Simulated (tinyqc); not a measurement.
# A chain with uneven site energies and dephasing by Buettiker voltage probes: effects of single changes

Sites 1 to 5 form a chain with hopping -t. Lead L joins site 1 and lead R site 5, both semi-infinite chains with hopping -t and site energy 0. Every site carries a probe with self-energy -i Gamma_p/2 that draws no net current. Linear response at zero temperature: mu_L = 1, mu_R = 0 in units of the bias.

Values chosen for this exercise:

| symbol | value | unit | meaning |
|---|---|---|---|
| t | 1.4 | eV | hopping (matrix element -t) |
| U | [1.07, 1.07, -1.03, 1.29, -0.62] | eV | site energies 1 to N |
| E | 2.23 | eV | Fermi energy |
| gp | 0.68 | eV | probe broadening Gamma_p |

Constants: q = 1.602176634e-19 C, h = 6.62607015e-34 J s. Results are converted to the units shown.

Each table varies one quantity; the others keep the values above.

## Coherent and dephased transmission against energy

Sigma = t^2 g(E), g(x) = (x - i sqrt(4 t^2 - x^2))/(2 t^2) for |x| < 2 t and (x - sign(x) sqrt(x^2 - 4 t^2))/(2 t^2) otherwise; Gamma = -2 Im Sigma; G = (E - H - Sigma_L - Sigma_R + i Gamma_p/2)^(-1). With Gamma the broadening by one lead, T_RL = Gamma^2 |G_(5,1)|^2, T_pL = Gamma Gamma_p |G_(p,1)|^2, T_pR = Gamma Gamma_p |G_(p,5)|^2, T_pq = Gamma_p^2 |G_(p,q)|^2 for p != q. No current into probe p: W mu = T_pL with W_pp = T_pL + T_pR + sum_q T_pq and W_pq = -T_pq. Then T_eff = T_RL + sum_p T_pR mu_p, and the resistance is (h/2q^2)/T_eff. Without probes means Gamma_p = 0.

Coherent and dephased transmission against energy:

| E (eV) | T without probes | T_eff |
|---|---|---|
| -2.52 | 0.33249 | 0.21959 |
| -2.1 | 0.56842 | 0.32468 |
| -1.68 | 0.29473 | 0.26856 |
| -1.26 | 0.20509 | 0.22185 |
| -0.84 | 0.19269 | 0.21310 |
| -0.42 | 0.22334 | 0.23112 |
| 0 | 0.29602 | 0.27090 |
| 0.42 | 0.39353 | 0.32187 |
| 0.84 | 0.43139 | 0.35541 |
| 1.26 | 0.37986 | 0.34956 |
| 1.68 | 0.33034 | 0.32683 |
| 2.1 | 0.34598 | 0.31772 |
| 2.52 | 0.53470 | 0.31008 |

Without probes T lies between 0.193 and 0.568 in these rows, with them between 0.213 and 0.355. The probes lower it in 10 rows and raise it in 3; the largest relative gain is at E = -0.84 eV, where the coherent value is 0.193.

## Resistance against length

With Gamma the broadening by one lead, T_RL = Gamma^2 |G_(last,1)|^2, T_pL = Gamma Gamma_p |G_(p,1)|^2, T_pR = Gamma Gamma_p |G_(p,last)|^2, T_pq = Gamma_p^2 |G_(p,q)|^2 for p != q. The list U is repeated k times, each site with its probe.

Resistance against length:

| k | sites | T without probes | T_eff | resistance (kohm) |
|---|---|---|---|---|
| 1 | 5 | 0.37481 | 0.31808 | 40.576 |
| 2 | 10 | 0.89089 | 0.24741 | 52.165 |
| 3 | 15 | 0.41117 | 0.19105 | 67.553 |
| 4 | 20 | 0.68748 | 0.15640 | 82.524 |
| 6 | 30 | 0.52615 | 0.11471 | 112.51 |
| 8 | 40 | 0.42884 | 0.090567 | 142.51 |
| 12 | 60 | 0.37132 | 0.063737 | 202.49 |
| 16 | 80 | 0.46475 | 0.049171 | 262.48 |

What does the comparison show, and why?

The resistance rises from 40.6 to 262 kohm, by 3.00 kohm a site between k = 8 and 12 and 3.00 between 12 and 16: Ohm's law, R = R0 + rho N with the extrapolated intercept R0 = 22.5 kohm (h/2q^2 = 12.91 kohm). The intercept differs from h/2q^2, since the ends of the chain scatter differently from its bulk, so no mean free path is read from it.

tinyqc, about 0.01 s, one thread, Intel Xeon 2.30GHz (shared host): `OMP_NUM_THREADS=1 python tinyqc.py 2700040 2700041 out.jsonl`
